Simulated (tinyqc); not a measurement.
Worked calculation: donor or exciton in a quantum well (variational effective-mass method). Computed by tinyqc, a small Python program that keeps every step. Command: `OMP_NUM_THREADS=1 python tinyqc.py 3006558 3006559 out.jsonl welldonor walk`. One thread of a shared host (Intel(R) Xeon(R) Processor @ 2.30GHz), about 0.05 s of CPU time with the checks. Intermediate numbers are printed to about 6 digits and carried at full precision; extremes and crossings named in words are read from the listed rows.

H = -nabla^2 - 2/|r - r_i| + V(z) in effective units; trial function psi = f(z) exp(-|r - r_i|/lambda), f the ground state of the well. Mass and screening are the same in well and barrier; l = L/a* is the width in effective units. Bands are flat: no polarisation or applied field.

Inputs (values chosen for the exercise, for a model semiconductor): electron mass m = 0.109 m_0; dielectric constant eps = 11.2; well width L = 12 nm; trial radius lambda = 1.4 a*; donor position z_i/L from the centre = 0.3.

Centre: donor. Barriers: infinite.

Constants: Ry = 13.605693123 eV; a_0 = 0.529177210903 angstrom; hbar^2/(2 m_0) = 3.80998212 eV angstrom^2.

## Effective units

Ry* = Ry m/eps^2, a* = a_0 eps/m; l = L/a*.

mass used = 0.109 m_0

Ry* = 11.8225 meV

a* = 5.43742 nm

l = 2.20693

## The subband

k = pi/l; f = cos(k z) inside and zero outside; subband energy k^2 Ry*.

k = 1.42351 1/a*

subband energy = 23.9571 meV

## Binding at the trial radius

Binding E_b(lambda) = -1/lambda^2 + 4 A/(lambda B), with A = int f^2 exp(-2 s/lambda) dz, B = int f^2 exp(-2 s/lambda)(1 + 2 s/lambda) dz and s = |z - z_i|; 40 Gauss-Legendre points on each piece between the walls at z = -l/2 and l/2 and z_i.

A = 0.485213 a*

B = 0.820577 a*

E_b(lambda) = 1.17924 Ry*

## Best radius

Golden-section search for the maximum over lambda from 0.3 to 4, 40 steps.

best lambda = 1.18752 a*

binding in Ry* = 1.19832

binding energy = 14.1672 meV

radius lambda a* = 6.45704 nm

Confinement changes the binding by a factor 1.198 against the bulk value (limits: 4 in two dimensions, 1 inside a wide well).

## Binding against well width

Each row maximises over lambda (golden section, 0.3 to 4).

Against width:
```
L (nm)  lambda (a*)  binding (Ry*)  binding (meV)
0.96        0.66101        2.95264        34.9078
1.80        0.75758        2.50102        29.5684
3.60        0.90520        1.97088        23.3008
6.60        1.05946        1.54229        18.2338
12.00       1.18752        1.19832        14.1672
22.00       1.16796        0.97159        11.4866
38.00       1.03135        0.91825        10.8561
```

The binding is largest in the narrowest well, 2.953 Ry* at 0.96 nm, on the way to 4. In the widest well it is 0.918 Ry*; below 1 because the donor is off centre, where the envelope is small. In the narrow rows the confinement energy passes real barrier heights: infinite walls and a parabolic band fail, and with real barriers the binding peaks and falls.

## Binding against position

The formulas are those given above.

Against position:
```
z_i/L  lambda (a*)  binding (Ry*)  binding (meV)
0.0        0.96308        1.70492        20.1566
0.1        0.97720        1.64091        19.3997
0.2        1.03537        1.45756        17.2321
0.3        1.18752        1.19832        14.1672
0.4        1.46118        0.95442        11.2837
0.5        1.76305        0.78447         9.2745
```

From the centre to the wall the binding falls from 20.157 to 9.274 meV, 46 % of the centre value, since the walls keep the electron away from an off-centre ion; uniform doping thus gives a band of levels 10.882 meV wide, with a peak in its density at the centre value, where the slope vanishes.

Checks made by the program: the two-dimensional limit, 4 Ry* (relative difference 2e-03).
